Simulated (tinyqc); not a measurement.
Implant damage, amorphisation by cascade overlap, and solid-phase epitaxial regrowth: one step, computed by the program tinyqc. Command: `OMP_NUM_THREADS=1 python tinyqc.py 3110895 3110896 out.jsonl sper walk`. One thread of a shared host (Intel(R) Xeon(R) Processor @ 2.30GHz), about 0.01 s of CPU time with the checks.

Range and width of the damage are inputs. Dynamic annealing enters only through the surviving share f.

Task: Damage left below the interface. Displaced atoms per area beyond the lower edge z2: f nu Q (1/2) erfc((z2 - R_d)/(sqrt2 s_d)); they are not removed by regrowth.

Inputs (values chosen for the exercise, modelled on arsenic ions in silicon):
```
quantity                           value    unit
depth of the damage peak R_d          36      nm
width of the damage profile s_d       22      nm
share of defects that survive f     0.48       -
dose Q                           5.8e+14  1/cm^2
```

lower edge = 79.79482 nm

displacements per ion nu = 1003.643

Give: share of the damage beyond z2; displaced atoms beyond z2.

Result:

share of the damage beyond z2 = 0.02326

displaced atoms beyond z2 = 6.499e+15 1/cm^2
